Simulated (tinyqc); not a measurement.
Two-step dopant diffusion (predeposition and drive-in) with a constant diffusivity: one step, computed by the program tinyqc.

Fick diffusion into a half space x > 0 whose background doping C_B is of the opposite type, so that a junction lies where C = C_B.

Question. Thermal budget with ramps. D = D0 exp(-E/(k_B T)). Temperatures in kelvin are T(C) + 273.15. One ramp between the stand-by temperature and T2 adds int D dT / rate (40-point Gauss-Legendre); the usual estimate counts it as an extra time k_B T2^2/(E rate) at T2. (Dt)2 = D2 t2 + two ramps, times in seconds.

Inputs (values chosen for the exercise, modelled on arsenic in silicon):
```
quantity                      value    unit
prefactor D0                    9.3  cm^2/s
activation energy E               4      eV
predeposition temperature T1    925       C
drive-in temperature T2        1200       C
drive-in time t2                240     min
ramp rate                         3   C/min
stand-by temperature            700       C
```

Furnace ramps of the drive-in: linear ramps.

D2 = 1.923643e-13 cm^2/s

Constants: k_B = 8.617333262e-05 eV/K.

Give: budget of one ramp; estimated extra time of one ramp; drive-in budget (Dt)2.

Answer.

budget of one ramp = 1.6942e-10 cm^2

estimated extra time of one ramp = 15.584 min

drive-in budget (Dt)2 = 3.1089e-09 cm^2

The integral equals 14.7 min at T2, against the estimate 15.6 min; both ramps make 11 % of the budget.
